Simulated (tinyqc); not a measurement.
Hubbard ring of 3 sites, step by step. Computed by tinyqc, a small Python program that keeps every step. Settings: hopping = 0.62, U = 3.5, mixing = 1, iteration cap = 87. Command: `OMP_NUM_THREADS=1 python tinyqc.py 26566 26567 out.jsonl` (the two numbers bound the seeds that draw the settings). One thread of a shared host (Intel(R) Xeon(R) Processor @ 2.60GHz), about 0.1 s of CPU time with the checks. Later iterations appear only in the table of the cycle.

## Mean-field iteration 1

one-body matrix (hopping and site energies) (eV), lower triangle:
```
           1          2         3
1   0.010000
2  -0.620000   0.210000
3  -0.620000  -0.620000  0.560000
```

U = 3.500000 eV

electrons, up and down: 1  1

mixing = 1

n(up) at the start (a guess, not normalised): 1 0.783000, 2 0.000000, 3 0.783000

n(down) at the start (a guess): 1 0.000000, 2 0.783000, 3 0.000000

H(up) = T + U n(down), H(down) = T + U n(up); fill the lowest levels; n(new) = n + mixing (n(out) - n); E = tr T (rho up + rho down) + U sum n_up n_down of the output.

levels, up (eV): -0.601628  0.950294  3.171835

levels, down (eV): -0.099411  2.645532  3.714879

energy = -0.791997 eV

n(up) after iteration 1: 1 0.638964, 2 0.055683, 3 0.305353

n(down) after iteration 1: 1 0.063760, 2 0.888733, 3 0.047507

## Mean-field iteration 2

As before.

levels, up (eV): -0.388413  1.137025  3.531388

levels, down (eV): -0.136884  1.763387  2.653497

energy = -0.884409 eV

n(up) after iteration 2: 1 0.627143, 2 0.051587, 3 0.321270

n(down) after iteration 2: 1 0.107905, 2 0.721083, 3 0.171012

## Convergence

Each step fills the lowest levels of T + U n(other spin) and sets n(new) = n + mixing (n(out) - n); stop when output and input agree to 1e-8.

Course of the cycle:
```
iteration       E (eV)  largest |n(out) - n(in)|  mean |n_up - n_down|
1          -0.79199674                  4.78e-01              0.555367
2          -0.88440878                  1.68e-01              0.446331
3          -0.90048922                  7.07e-02              0.433721
4          -0.90719754                  5.13e-02              0.403712
5          -0.91082861                  4.07e-02              0.401602
6          -0.91307550                  3.15e-02              0.395412
7          -0.91443482                  2.40e-02              0.408439
8          -0.91527532                  2.00e-02              0.409603
9          -0.91577856                  1.39e-02              0.417030
10         -0.91608270                  1.25e-02              0.417669
11         -0.91626296                  8.02e-03              0.421794
...                ...                       ...                   ...
53         -0.91652563                  1.09e-07              0.427787
54         -0.91652563                  1.16e-07              0.427787
55         -0.91652563                  6.40e-08              0.427787
56         -0.91652563                  6.85e-08              0.427787
57         -0.91652563                  3.76e-08              0.427787
58         -0.91652563                  4.03e-08              0.427787
59         -0.91652563                  2.21e-08              0.427787
60         -0.91652563                  2.37e-08              0.427787
61         -0.91652563                  1.30e-08              0.427787
62         -0.91652563                  1.39e-08              0.427787
63         -0.91652563                  7.66e-09              0.427787
```

local moments n_up - n_down: 1 0.641681, 2 -0.535700, 3 -0.105981

Converged in 63 iterations. Before convergence this energy mixes input and output and is not variational, so it may rise towards its limit.

## The many-body Hamiltonian

Basis: all placements (u, d, 2, 0 on each site), up operators ordered before down ones; hops carry the sign of the same-spin electrons passed.

H (eV), lower triangle:
```
           200        ud0        u0d        du0        020        0ud        d0u        0du
200   3.520000
ud0  -0.620000   0.220000
u0d  -0.620000  -0.620000   0.570000
du0  -0.620000   0.000000   0.000000   0.220000
020   0.000000  -0.620000   0.000000  -0.620000   3.920000
0ud   0.000000   0.000000  -0.620000  -0.620000  -0.620000   0.770000
d0u  -0.620000   0.000000   0.000000  -0.620000   0.000000   0.000000   0.570000
0du   0.000000  -0.620000   0.000000   0.000000  -0.620000   0.000000  -0.620000   0.770000
002   0.000000   0.000000  -0.620000   0.000000   0.000000  -0.620000  -0.620000  -0.620000

          002
002  4.620000
```

## Exact diagonalisation (9 states)

Lowest levels of the sector, and the double occupancy of the lowest state.

lowest levels (eV): -1.327297  -0.279497  0.052971  0.784120  1.021871  1.786526

double occupancy per site = 0.033241

The mean-field solution above lies 0.4108 eV above the exact energy.

## The lowest level by Lanczos steps

From a random start vector (not printed): a_j = <q_j|H|q_j>, b_j = norm of the remainder after orthogonalising; the Ritz value is the lowest eigenvalue of the tridiagonal matrix of a and b so far.

Lanczos:
```
j  a_j (eV)  b_j (eV)  lowest Ritz value (eV)
1  1.018031  2.340192              1.01803073
2  1.987451  1.520479             -0.88712209
3  1.629310  1.463132             -1.24153437
4  3.104647  1.503956             -1.30872598
5  1.591676  0.828115             -1.32540333
6  2.046842  1.474437             -1.32696746
7  3.021109  0.639885             -1.32726949
8  0.133864  0.438794             -1.32729464
9  0.647071         0             -1.32729660
```
